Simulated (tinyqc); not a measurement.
Inside a calculation. Method: CCSD on RHF in the sto-6g basis, for BeH2, spin multiplicity 1. One step of it, computed by the program tinyqc.

Problem. CCSD: starting amplitudes. t_ij^ab = <ij||ab> / (e_i + e_j - e_a - e_b), whose energy is MP2.

orbital energies (hartree): [-4.595174, -0.440015, -0.401764, 0.209807, 0.210015, 0.409699, 0.812571]

Two-electron integrals over orbitals (pq|rs), unique and non-zero (hartree):
```
(11|11) 2.280721    (21|11) -0.192184   (21|21) 0.025407    (22|11) 0.473356
(22|21) -0.006042   (22|22) 0.386732    (31|31) 0.005572    (32|31) 0.012376
(32|32) 0.162951    (33|11) 0.439625    (33|21) -0.002248   (33|22) 0.399700
(33|33) 0.422769    (41|11) 0.008845    (41|21) -0.001086   (41|22) 0.000679
(41|33) 0.000374    (41|41) 0.016064    (42|11) -0.004063   (42|21) 0.000349
(42|22) 0.001987    (42|33) 0.002126    (42|41) 0.014815    (42|42) 0.047747
(43|31) -0.000029   (43|32) 0.002672    (43|43) 0.013623    (44|11) 0.569945
(44|21) -0.007153   (44|22) 0.360673    (44|33) 0.346328    (44|41) -0.001143
(44|42) -0.005589   (44|44) 0.450274    (51|51) 0.016036    (52|51) 0.014849
(52|52) 0.047738    (53|53) 0.013554    (54|51) -0.000707   (54|52) -0.001868
(54|54) 0.024318    (55|11) 0.570055    (55|21) -0.007142   (55|22) 0.360759
(55|33) 0.346349    (55|41) 0.000269    (55|42) -0.001862   (55|44) 0.401559
(55|55) 0.450117    (61|11) -0.197881   (61|21) 0.026881    (61|22) -0.006582
(61|33) -0.003314   (61|41) -0.000564   (61|42) 0.000838    (61|44) -0.005206
(61|55) -0.005141   (61|61) 0.028636    (62|11) 0.130319    (62|21) -0.006735
(62|22) -0.019977   (62|33) -0.043636   (62|41) 0.000822    (62|42) -0.000805
(62|44) 0.060348    (62|55) 0.060574    (62|61) -0.005440   (62|62) 0.080845
(63|31) -0.001239   (63|32) -0.092845   (63|43) -0.002207   (63|63) 0.084054
(64|11) 0.003372    (64|21) 0.000125    (64|22) 0.000629    (64|33) -0.000673
(64|41) 0.016311    (64|42) 0.046763    (64|44) -0.001202   (64|55) 0.001349
(64|61) 0.000778    (64|62) 0.004475    (64|64) 0.050705    (65|51) 0.016376
(65|52) 0.047023    (65|54) -0.001282   (65|65) 0.050905    (66|11) 0.480170
(66|21) -0.007310   (66|22) 0.387770    (66|33) 0.398282    (66|41) 0.001799
(66|42) 0.005244    (66|44) 0.362317    (66|55) 0.362620    (66|61) -0.007303
(66|62) -0.028767   (66|64) 0.003553    (66|66) 0.404050    (71|31) 0.010549
(71|32) 0.018979    (71|43) -0.000130   (71|63) -0.000603   (71|71) 0.020240
(72|31) 0.004074    (72|32) -0.042803   (72|43) -0.002369   (72|63) 0.062276
(72|71) 0.007839    (72|72) 0.057751    (73|11) 0.146153    (73|21) -0.004309
(73|22) -0.003180   (73|33) -0.019152   (73|41) -0.000054   (73|42) -0.003341
(73|44) 0.065008    (73|55) 0.065025    (73|61) -0.003494   (73|62) 0.076364
(73|64) 0.001837    (73|66) -0.021516   (73|73) 0.085211    (74|31) -0.000541
(74|32) -0.005611   (74|43) 0.013461    (74|63) 0.003370    (74|71) -0.000916
(74|72) 0.000949    (74|74) 0.016958    (75|53) 0.013549    (75|75) 0.016746
(76|31) 0.010504    (76|32) 0.141874    (76|43) 0.002967    (76|63) -0.092063
(76|71) 0.016530    (76|72) -0.051783   (76|74) -0.004853   (76|76) 0.138189
(77|11) 0.562384    (77|21) -0.007766   (77|22) 0.415073    (77|33) 0.432660
(77|41) 0.000230    (77|42) 0.000432    (77|44) 0.384655    (77|55) 0.384590
(77|61) -0.008073   (77|62) -0.027078   (77|64) -0.001361   (77|66) 0.424638
(77|73) -0.003657   (77|77) 0.472104
```

Give: Starting amplitudes; correlation energy.

Solution.

Starting amplitudes (spin orbitals 1a, 1b, ...; amplitudes related by a flip of all spins are not repeated; the 24 largest):
```
from      to        t
3a 3b  6a 6b  -0.0518
2a 2b  6a 6b  -0.0476
2a 3b  6a 7b  -0.0370
2a 2b  4a 4b  -0.0367
2a 2b  5a 5b  -0.0367
3a 3b  7a 7b  -0.0351
2a 3b  6b 7a   0.0302
2a 2b  7a 7b  -0.0231
3a 3b  4a 4b  -0.0111
3a 3b  5a 5b  -0.0111
2a 3a  6a 7a  -0.0068
1a 1b  6a 6b  -0.0029
1a 2b  5a 5b  -0.0027
1a 2b  4a 4b  -0.0027
1a 1b  7a 7b  -0.0019
2a 3b  4a 7b   0.0018
1a 1b  4a 4b  -0.0017
1a 1b  5a 5b  -0.0017
3a 3b  4a 6b   0.0016
2a 3b  4b 7a  -0.0013
1a 2b  7a 7b  -0.0012
1a 2b  6a 6b   0.0009
1a 3b  6a 7b   0.0006
2a 2b  4a 6b   0.0005
```

correlation energy = -0.026327 hartree
